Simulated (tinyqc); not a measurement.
Levels against anisotropy: donor in an ellipsoidal valley (Kohn-Luttinger variational method). Computed by tinyqc, a small Python program. Command: `OMP_NUM_THREADS=1 python tinyqc.py 3029724 3029725 out.jsonl kohnlutt walk`. One thread of a shared host (Intel(R) Xeon(R) Processor @ 2.30GHz), about 0.04 s of CPU time with the checks.

H = -(d^2/dx^2 + d^2/dy^2) - gamma d^2/dz^2 - 2/r in units built on m_t, with gamma = m_t/m_l and z along the valley axis. One valley; no valley-orbit or central-cell term.

Inputs (values chosen for the exercise, for a model semiconductor): transverse mass m_t = 0.383 m_0; longitudinal mass m_l = 2.31 m_0; dielectric constant eps = 16.2.

Constants: Ry = 13.605693123 eV; a_0 = 0.529177210903 angstrom.

Method:
- Ry* = Ry m_t/eps^2, a* = a_0 eps/m_t, gamma = m_t/m_l.
- Trial function exp(-sqrt((x^2 + y^2)/a^2 + z^2/b^2)) with beta = b/a < 1: E = t/a^2 - u/a, t = (2 + gamma/beta^2)/3, u = 2 arcsin(sqrt(1 - beta^2))/sqrt(1 - beta^2); the best a is 2 t/u and E(beta) = -u^2/(4 t).
- The trial energy is minimised over beta by golden section from 0.05 to 0.999, 60 steps.
- Gaussian basis: g = P exp(-al (x^2 + y^2) - be z^2) with P = 1 (s-like), z (2p0) or x (2p+-); al = 0.004 x 2.6^k, k = 0..11, and be/al = 1, gamma^(-1/2) or 1/gamma (36 functions); 1/r = (2/sqrt(pi)) int exp(-t^2 r^2) dt by 48 Gauss-Legendre points after t = sqrt(al_i + al_j) tan(theta); overlap eigenvalues below 1e-10 are dropped.

gamma = 0.165801

Binding energies (Ry*):
```
gamma,"1s, trial","1s, Gaussians",2p0,2p+-
0.041,2.1590,2.1727,1.0952,0.37365
0.083,1.9073,1.9144,0.8507,0.35352
0.170,1.6408,1.6436,0.6314,0.32873
0.250,1.4963,1.4978,0.5282,0.31359
0.310,1.4162,1.4172,0.4755,0.30461
0.550,1.2069,1.2071,0.3524,0.27897
0.840,1.0588,1.0588,0.2772,0.25864
```

As gamma falls from 0.84 to 0.041, 1s deepens from 1.059 to 2.173 Ry*, on the way from the hydrogen value 1 to the two-dimensional limit 4; 2p+- moves from 0.259 to 0.374 (limits 1/4 and 4/9), while 2p0 climbs from 0.277 to 1.095 and joins 1s as gamma tends to 0. Near gamma = 1 the trial function is almost exact and can pass the Gaussian basis, whose own error is about 3e-5 Ry*.

Extremes, crossings and ranges named in words are read from the listed rows.
